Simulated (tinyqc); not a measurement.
Surface Green function of a zigzag honeycomb ribbon two chains wide, Sancho-Rubio decimation: densities of states against energy.

A semi-infinite lead of cells 0, 1, 2, ... with H0 inside a cell and H1 = <cell i|H|cell i + 1>. Cell of four sites joined 1-2-3-4 by -t; site 2 joins site 1 of the next cell and site 3 joins site 4 of the next cell. z = E + i eta.

Start with e_s = e = H0, a = H1, b = H1^dagger. Each round: g = (z - e)^(-1); e_s <- e_s + a g b; e <- e + a g b + b g a; a <- a g a; b <- b g b (all with the old a, b). Round k joins cells 2^k apart. Stop when the largest entry of the matrices a and b is below 1e-12 eV; g_s = (z - e_s)^(-1), bulk (z - e)^(-1), density of states -Im Tr/pi. Here eta = 0.01 eV. Open modes are the crossings of E with the bands of H0 + H1 exp(ik) + H1^dagger exp(-ik) for 0 < k < pi.

H0 (eV):

|  | 1 | 2 | 3 | 4 |
|---|---|---|---|---|
| 1 | 0.28 | -2.7 | 0 | 0 |
| 2 | -2.7 | -0.28 | -2.7 | 0 |
| 3 | 0 | -2.7 | 0.28 | -2.7 |
| 4 | 0 | 0 | -2.7 | -0.28 |

H1 (eV):

|  | 1 | 2 | 3 | 4 |
|---|---|---|---|---|
| 1 | 0 | 0 | 0 | 0 |
| 2 | -2.7 | 0 | 0 | 0 |
| 3 | 0 | 0 | 0 | -2.7 |
| 4 | 0 | 0 | 0 | 0 |

Results:

| E (eV) | open modes | rounds | surface (1/eV) | bulk (1/eV) |
|---|---|---|---|---|
| -7.61 | 0 | 5 | 0.0010289 | 0.0019461 |
| -6.23 | 1 | 12 | 0.27715 | 0.24701 |
| -4.85 | 1 | 13 | 0.26552 | 0.16157 |
| -3.46 | 2 | 13 | 0.35382 | 0.39778 |
| -2.08 | 1 | 13 | 0.23354 | 0.16048 |
| -0.69 | 1 | 13 | 0.30449 | 0.18490 |
| 0.69 | 1 | 13 | 0.30449 | 0.18490 |
| 2.08 | 1 | 13 | 0.23354 | 0.16048 |
| 4.85 | 1 | 13 | 0.26552 | 0.16157 |
| 6.23 | 1 | 12 | 0.27715 | 0.24701 |
| 7.61 | 0 | 5 | 0.0010289 | 0.0019461 |

Estimate the missing row, E = 3.46 eV.

Computed row:

| E (eV) | open modes | rounds | surface (1/eV) | bulk (1/eV) |
|---|---|---|---|---|
| 3.46 | 2 | 13 | 0.35382 | 0.39778 |

With this row back in the table: The bands of the infinite lead run over -6.92 to -2.71, -4.23 to -0.280, 0.280 to 4.23, 2.71 to 6.92 eV. The rounds lie between 5 and 13, 5.0 on average outside the bands and 12.8 inside. The surface density of states is largest at E = -3.46 and 3.46 eV among the rows (0.354 1/eV, bulk 0.398).

Numbers from tinyqc (`OMP_NUM_THREADS=1 python tinyqc.py 2680016 2680017 out.jsonl`; about 0.04 s on one thread of a shared Intel Xeon 2.30GHz).
